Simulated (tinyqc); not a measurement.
Worked calculation: two-band k.p model of the Delta valleys near the X point under shear strain. Values are carried at full precision from step to step, so a last printed digit may differ when a step is redone from the rounded ones.

Constants: hbar^2/2m0 = 3.80998211 eV angstrom^2.

Values chosen for the exercise (near those of Si; shifted at random, so the results belong to these values and not to a real crystal): a = 5.417 angstrom (lattice constant); ml = 0.894 m0 (longitudinal mass); mt = 0.196 m0 (transverse mass); kx0 = 0.15 2 pi/a (distance of the minimum from X); D = 14.9 eV (shear deformation potential); Mp = 0.229 m0 (coupling mass); exy = 0.0067 (shear strain); k = (-0.027, 0.035, 0.245) 1/angstrom (wave vector from X).

## Scales

k0 = kx0 2 pi/a; Delta = 2 c k0^2/ml with c = hbar^2/2m0, half the splitting of the two bands at k0; eta = D exy/Delta measures the shear coupling against it.

k0 = 0.17399 1/angstrom
Delta = 0.25801 eV
eta = 0.3869
splitting of the two bands at X, 2 |D exy| = 0.1997 eV

## The Hamiltonian at one k

Valley pair on the [001] axis, kz counted from the X point, c = hbar^2/2m0, k0 = kx0 2 pi/a. H = (c kz^2/ml + c (kx^2 + ky^2)/mt + c k0^2/ml) 1 + (2 c k0 kz/ml) sigma_z + (D exy - 2 c kx ky/Mp) sigma_x, so E = c kz^2/ml + c (kx^2 + ky^2)/mt + c k0^2/ml -/+ sqrt((2 c k0 kz/ml)^2 + (D exy - 2 c kx ky/Mp)^2). Without strain the lower band has its minima, E = 0, at kz = +/- k0. Shifts from diagonal strain are left out.

Fill in the 2 x 2 matrix (sigma_z diagonal) and give its levels.

H(k) (eV):
$$\begin{pmatrix}
0.7861 & 0.1313 \\
0.1313 & 0.0595
\end{pmatrix}$$

levels (eV): [0.0365, 0.8091]

## Position, depth and masses of the minimum

For |eta| < 1: k_min = k0 sqrt(1 - eta^2), E_min = -Delta eta^2/2, ml(eta) = ml/(1 - eta^2), 1/m[110] = 1/mt + eta/Mp, 1/m[1-10] = 1/mt - eta/Mp. For |eta| > 1 the minimum sits at X: E_min = -Delta (2 |eta| - 1)/2, ml(eta) = ml/(1 - 1/|eta|), and eta is replaced by its sign in the transverse masses.

k_min = 0.1604 1/angstrom
E_min = -19.31 meV
ml(eta) = 1.051 m0

masses along [110] and [1-10] (m0): [0.1472, 0.2930]

The minimum has moved 7.8 % of the way to X; electrons are lighter along [110] (-24.9 % against mt) and heavier across (+49.5 %).

## The two bands along kz

kx = ky = 0, kz from 0 to 1.6 k0 in steps of 0.2 k0, with and without the strain.

Levels (eV):
```
kz/k0  kz (1/angstrom)    lower   upper  lower, no strain  upper, no strain
0.0             0.0000   0.0292  0.2288            0.1290            0.1290
0.2             0.0348   0.0218  0.2465            0.0826            0.1858
0.4             0.0696   0.0061  0.2932            0.0464            0.2529
0.6             0.1044  -0.0088  0.3597            0.0206            0.3303
0.8             0.1392  -0.0177  0.4409            0.0052            0.4180
1.0             0.1740  -0.0186  0.5347            0.0000            0.5160
1.2             0.2088  -0.0105  0.6401            0.0052            0.6244
1.4             0.2436   0.0071  0.7566            0.0206            0.7431
1.6             0.2784   0.0345  0.8840            0.0464            0.8721
```

## Checks

- Depth of the minimum by numerical search against the closed form (eV): both -0.019313.
- Mass along [110] by finite differences against the closed form: both 0.1472.

(tinyqc, `OMP_NUM_THREADS=1 python tinyqc.py 1050266 1050267 out.jsonl`, Intel(R) Xeon(R) Processor @ 2.30GHz, 1 thread, shared host, about 0.01 s.)
